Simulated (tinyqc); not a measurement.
# Worked calculation: hot electrons in a saturated n-channel MOSFET, lucky-electron model

tinyqc, about 0.01 s, one thread, Intel Xeon 2.30GHz (shared host): `OMP_NUM_THREADS=1 python tinyqc.py 2550002 2550003 out.jsonl` Printed values are rounded.

Beyond pinch-off the lateral field grows as Esat cosh(y/l) over the velocity-saturated region (pseudo-two-dimensional model). Impact ionisation in this region gives the substrate current, which biases the body forward through Rsub. Currents are per width. Local-field laws: they overstate ionisation when the field peak is narrower than an energy relaxation length.

Inputs (values chosen for the exercise); values close to those of silicon n-channel devices:
```
symbol   value        unit                                   meaning
L         0.25          um                            channel length
tox        5.6          nm                           oxide thickness
xj          81          nm                            junction depth
VT        0.57           V                                 threshold
mu         400  cm^2/(V s)                        effective mobility
vs       9.4e6        cm/s                       saturation velocity
Ai         2e6        1/cm                      ionisation prefactor
Bi        1.64       MV/cm                          ionisation field
Rd         200      ohm um     resistance of the lightly doped drain
Rsub     28000      ohm um                      substrate resistance
kb         0.4              fall of VT per volt of forward body bias
lm         8.3          nm               hot-electron mean free path
pb         3.2           V                             oxide barrier
Cg      0.0037                         prefactor of the gate current
m          3.1                                     lifetime exponent
Hl        7100     s uA/um                         lifetime constant
Vd           2           V                             drain voltage
Vg           1           V                              gate voltage
```

Constants: eps0 = 8.8541878128e-14 F/cm where lengths are in cm. Results are converted to the units shown.

## Length and field scales

Cox = 3.9 eps0/tox, l = sqrt(3 tox xj), Esat = 2 vs/mu.

Cox = 0.616631 uF/cm^2
l = 36.8890 nm
Esat = 0.047 MV/cm
Esat L = 1.175 V

## Iteration 1: body bias from the substrate current

Vb at the start = 0 V

Cox = 3.9 eps0/tox. Overdrive g = Vg - VT + kb Vb; Vdsat = g Esat L/(g + Esat L); Id = Cox vs (g - Vdsat); dV = Vd - Id Rd - Vdsat; Em = sqrt((dV/l)^2 + Esat^2); Isub = Id (Ai/Bi) l Em exp(-Bi/Em). Vb(new) = Rsub Isub.

Vdsat = 0.314798 V
Id = 66.7752 uA/um
dV = 1.67185 V
Em = 0.455641 MV/cm
Isub = 3.74242 uA/um
Vb after iteration 1 = 0.104788 V

## Iteration 2: body bias from the substrate current

As before.

Vdsat = 0.336690 V
Id = 78.3808 uA/um
dV = 1.64763 V
Em = 0.449112 MV/cm
Isub = 4.10919 uA/um
Vb after iteration 2 = 0.115057 V

## Course of the iteration: body bias from the substrate current

Stop when Vb changes by less than 1e-9 V, or after 60 iterations.

Course of the iteration:
```
iteration    Vb (V)  |change| (V)
1          0.104788         0.105
2          0.115057        0.0103
3          0.116023       9.65e-4
4          0.116113       9.04e-5
5          0.116122       8.46e-6
6          0.116122       7.91e-7
7          0.116123       7.41e-8
8          0.116123       6.93e-9
9          0.116123      6.48e-10
```

Converged in 9 iterations. At the end each change is about 0.094 times the one before: linear convergence.

## Gate current, lifetime and channel shortening

Id = 79.6748 uA/um
dV = 1.64507 V
Em = 0.448422 MV/cm
Isub = 4.14723 uA/um

Ig = Cg Id exp(-pb/(lm Em)); lifetime tau = (Hl/Id)(Isub/Id)^(-m); length of the saturated region dL = l ln[(dV/l + Em)/Esat]. 1 year = 3.15576e7 s.

Isub/Id = 0.0520520
Ig = 54.3957 pA/um
tau = 0.0269077 years
dL = 108.674 nm

The lifetime misses ten years. Integrating Ai exp(-Bi/E) over the cosh profile gives Isub/Id = 0.0427, so the closed form is 22 % above it.
